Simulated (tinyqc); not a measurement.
Decay of LO phonons and the hot-phonon bottleneck in the cooling of electrons. Changing the power supplied per electron P. Computed by tinyqc, a small Python program. Command: `OMP_NUM_THREADS=1 python tinyqc.py 3022532 3022533 out.jsonl hotphonon sweep`. One thread of a shared host (Intel(R) Xeon(R) Processor @ 2.30GHz), about 0.02 s of CPU time with the checks.

n(E, T) = 1/(exp(E/(k_B T)) - 1) is the Bose occupation. Electrons have a temperature T_e; the LO modes within their reach share one occupation N; the decay products stay at the lattice temperature.

Inputs (values chosen for the exercise, modelled on gallium oxide):

| quantity | value | unit |
|---|---|---|
| LO energy hbar omega | 43.9 | meV |
| lifetime at T = 0, tau_0 | 1.4 | ps |
| share f of the energy in the softer product | 0.35 | - |
| lattice temperature T | 400 | K |
| electron mass m* | 0.273 | m_0 |
| eps_inf | 3.66 | - |
| static dielectric constant eps_s | 10.4 | - |
| electron density n | 7.9e+18 | 1/cm^3 |
| density of LO modes that the electrons reach, N_m | 6.6e+18 | 1/cm^3 |

Decay channel: two unequal phonons (Ridley).

Constants: k_B = 8.617333262e-05 eV/K; c = 299792458 m/s; e^2/(4 pi eps_0) = 14.39964548 eV angstrom; hbar^2/(2 m_0) = 3.80998212 eV angstrom^2; hbar = 6.582119569e-16 eV s; e = 1.602176634e-19 C.

Method:
- Decay rate 1/tau = (1/tau_0) [1 + n(f hbar omega) + n((1 - f) hbar omega)].
- Full width Gamma = 1/(2 pi c tau) in 1/cm, c in cm/s.
- Froehlich coupling alpha = (e^2/(4 pi eps_0)) (1/eps_inf - 1/eps_s) k_0/(2 hbar omega), k_0 = sqrt(m* hbar omega/(hbar^2/(2 m_0))); emission time tau_sp = hbar/(2 alpha hbar omega); bottleneck ratio r = (n/N_m) tau/tau_sp.
- Net emission per electron: [(N + 1) x - N]/tau_sp with x = exp(-hbar omega/(k_B T_e)), a simple two-level balance; steady state of the modes: n [(N + 1) x - N]/tau_sp = N_m (N - N_0)/tau; power per electron P = hbar omega [(N + 1) x - N]/tau_sp.
- With p = P tau_sp/(hbar omega): N = N_0 + r p and x = (p + N)/(N + 1); without hot phonons N = N_0. The mode temperature T_LO solves n(hbar omega, T_LO) = N.

One run for each value:

| power supplied per electron P (nW) | electron temperature T_e (K) | T_e without hot phonons (K) | mode temperature T_LO (K) | LO occupation N |
|---|---|---|---|---|
| 0.030 | 401.19 | 400.02 | 401.17 | 0.39056 |
| 0.057 | 402.25 | 400.03 | 402.22 | 0.39237 |
| 0.110 | 404.34 | 400.06 | 404.28 | 0.39592 |
| 0.210 | 408.28 | 400.11 | 408.17 | 0.40262 |
| 0.400 | 415.74 | 400.21 | 415.52 | 0.41534 |
| 0.770 | 430.17 | 400.41 | 429.75 | 0.44013 |
| 1.500 | 458.36 | 400.79 | 457.53 | 0.48903 |
| 2.800 | 507.80 | 401.48 | 506.20 | 0.57612 |
| 5.400 | 604.76 | 402.86 | 601.41 | 0.75029 |

What does the table show?

Over the rows, electron temperature T_e (K) rises from 401 to 605 (exponent d ln y / d ln x 0.0041 between the first rows and 0.27 between the last); T_e without hot phonons (K) rises from 400.0 to 402.9; mode temperature T_LO (K) rises from 401 to 601 (exponent d ln y / d ln x 0.0041 between the first rows and 0.26 between the last).

Caution (all rows): alpha is above 1/2, so hbar/tau_sp exceeds hbar omega and the emission time, a weak-coupling result, is only rough.
